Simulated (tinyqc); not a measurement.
# Programming of a floating-gate cell by Fowler-Nordheim tunnelling: effect of the coupling ratio

Per tunnel area the floating gate has Ctun = 3.9 eps0/tox to the channel (0 V) and Ccg to the control gate, Ct = Ctun/(1 - ag), no other coupling. With the threshold shift U = -Q/Ccg the field is F = ag (Vg - U)/tox, and dU/dt = J/Ccg. Fowler-Nordheim: J = A F^2 exp(-B/F), A = q^2/(16 pi^2 hbar mo phi) (times 1e14 for A/cm^2 with F in V/nm, emitter mass m0), B = (4/3) sqrt(mo/C) phi^1.5, C = hbar^2/(2 m0).

After 0.0001 s. Exact: exp(B/F(t)) = exp(B/F(0)) + K t, K = A B ag/(Ccg tox), and U = Vg - tox F/ag.

Parameters, values chosen for the exercise; oxide values close to those of silicon dioxide:
- phi = 3.02 eV (tunnel barrier)
- mo = 0.41 m0 (tunnelling mass)
- tox = 9.7 nm (tunnel oxide thickness)
- Vt0 = -2.1 V (threshold shift at the start)
- Vg = 16 V (control-gate voltage)

Constants: q = 1.602176634e-19 C, hbar = 1.054571817e-34 J s, m0 = 9.1093837015e-31 kg, eps0 = 8.8541878128e-14 F/cm where lengths are in cm, hbar^2/(2 m0) = 0.0380998212 eV nm^2. Results are converted to the units shown.

Effect of the coupling ratio:
```
ag    F(0) (V/nm)  F (V/nm)  J (A/cm^2)      U (V)
0.42      0.78371   0.78347   1.4409e-5    -2.0944
0.47      0.87701   0.87127   3.4134e-4    -1.9815
0.52      0.97031   0.92588   0.0018233    -1.2712
0.57       1.0636   0.94235   0.0029133  -0.036491
0.63       1.1756   0.95034   0.0036360     1.3678
0.68       1.2689   0.95637   0.0042880     2.3577
0.73       1.3622   0.96326   0.0051647     3.2006
0.78       1.4555   0.97163   0.0064527     3.9169
```

What does the comparison show?

The starting field rises from 0.784 to 1.46 V/nm and U rises from -2.09 to 3.92 V. Between the last two rows 0.01 of coupling is worth 143 mV. In 3 of the 8 rows the starting field exceeds 12 MV/cm, where the oxide would wear out or break down quickly.

Range of the model: Programming fields of 10 MV/cm and more wear the oxide; trapping and the channel potential are ignored.

Program tinyqc, `OMP_NUM_THREADS=1 python tinyqc.py 2130014 2130015 out.jsonl`; Intel Xeon 2.30GHz, shared host, one thread, about 0.01 s.
